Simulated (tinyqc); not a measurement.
Changing the pulse height V: switching kinetics of a ferroelectric film and the memory window of a ferroelectric gate stack. Computed by tinyqc, a small Python program. Command: `OMP_NUM_THREADS=1 python tinyqc.py 3019597 3019598 out.jsonl feswitch sweep`. One thread of a shared host (Intel(R) Xeon(R) Processor @ 2.30GHz), about 0.03 s of CPU time with the checks.

Fields in MV/cm; 1 microcoulomb/cm^2 over eps_0 is 11.29409 MV/cm. In the stack (metal, ferroelectric, interlayer, channel) the channel is taken as a conductor.

Inputs (values chosen for the exercise, for a model film):

| quantity | value | unit |
|---|---|---|
| saturation polarisation P_s | 27 | microcoulomb/cm^2 |
| ratio P_r/P_s | 0.88 | - |
| coercive field E_c | 1.4 | MV/cm |
| permittivity of the ferroelectric eps_F | 28 | - |
| thickness t_F | 17 | nm |
| permittivity of the interlayer eps_I | 3.9 | - |
| interlayer thickness t_I | 1.5 | nm |
| share s of P screened by trapped charge | 0.75 | - |
| time constant t_inf | 1.6e-10 | s |
| activation field E_a | 5.2 | MV/cm |
| Merz exponent alpha | 1 | - |
| dimension n | 2 | - |
| half width w of log10 t | 0.26 | - |
| pulse length t_p | 1.1e-06 | s |
| breakdown field of the interlayer | 17 | MV/cm |

Kinetics: nucleation-limited (NLS).

Method. Series stack: V = E_F t_F + E_I t_I and eps_I E_I = eps_F E_F + (1 - s) P/eps_0. Before switching P = -P_r, after it P = +P_s; in retention V = 0 and P = +P_r. Merz's law: t1 = t_inf exp[(E_a/E)^alpha] at the mean of the fields before and after switching. NLS: switched share = integral of [1 - exp(-(t/tau)^n)] F(z) dz over z = log10 tau, with the Lorentzian F = (1/pi) w/[(z - log10 t1)^2 + w^2].

One run for each value:

| pulse height V (V) | switched share | switching time t1 (s) | E_F after switching (MV/cm) | E_I after switching (MV/cm) |
|---|---|---|---|---|
| 3.9 | 0.9633 | 7.728e-09 | 0.349 | 22.05 |
| 4.8 | 0.9680 | 3.634e-09 | 0.673 | 24.38 |
| 5.6 | 0.9703 | 2.292e-09 | 0.961 | 26.45 |
| 6.4 | 0.9718 | 1.628e-09 | 1.249 | 28.51 |
| 7.2 | 0.9729 | 1.250e-09 | 1.537 | 30.58 |
| 8.0 | 0.9737 | 1.013e-09 | 1.825 | 32.65 |

Over the rows, switched share rises from 0.9633 to 0.9737 (exponent d ln y / d ln x 0.023 between the first rows and 0.0077 between the last); switching time t1 (s) falls from 7.73e-9 to 1.01e-9 (exponent d ln y / d ln x -3.6 between the first rows and -2.0 between the last); E_F after switching (MV/cm) rises from 0.349 to 1.82 (exponent d ln y / d ln x 3.2 between the first rows and 1.6 between the last).  Left out: 1.50, 2.30, 3.10 (the pulse cannot drive the film).

Caution (all rows): the interlayer field exceeds its breakdown field, so charge injection would change the fields. Caution (rows 3.90, 4.80, 5.60, 6.40): E_F after switching lies below E_c, so switching stalls before P_s and that state is not reached. Caution (all rows): the field changes much during switching, so one mean field is a crude stand-in.
